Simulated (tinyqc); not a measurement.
Nudged elastic band on a two-dimensional model surface: one step, computed by the program tinyqc. Command: `OMP_NUM_THREADS=1 python tinyqc.py 3029958 3029959 out.jsonl neb walk`. One thread of a shared host (Intel(R) Xeon(R) Processor @ 2.30GHz), about 0.2 s of CPU time with the checks.

V(x, y) = -A (cos kx + cos ky) - B cos kx cos ky + (C sin ky + S sin kx)(1 - cos kx), k = 2 pi/a; the atom hops from the minimum at (0, 0) to that at (a, 0).

Task: Stationary points. Newton steps x(new) = x - H^-1 grad V (moves limited to 0.3 angstrom) from (0, 0), (a, 0) and (a/2, 0) give the two minima and the saddle.

Inputs (values chosen for the exercise, for a model surface):

| quantity | value | unit |
|---|---|---|
| amplitude A | 0.19 | eV |
| amplitude B | -0.0033 | eV |
| skew C | 0.081 | eV |
| asymmetry S | 0.039 | eV |
| period a | 2.8 | angstrom |

Surface: adatom on a square lattice. Climbing image: on.

Give: positions; energies; barrier from the start.

Result:

positions (angstrom):
```
            x       y
start   0.000   0.000
end     2.800   0.000
saddle  1.200  -0.300
```

energies (eV): start -0.3767, end -0.3767, saddle -0.0435

barrier from the start = 0.3332 eV
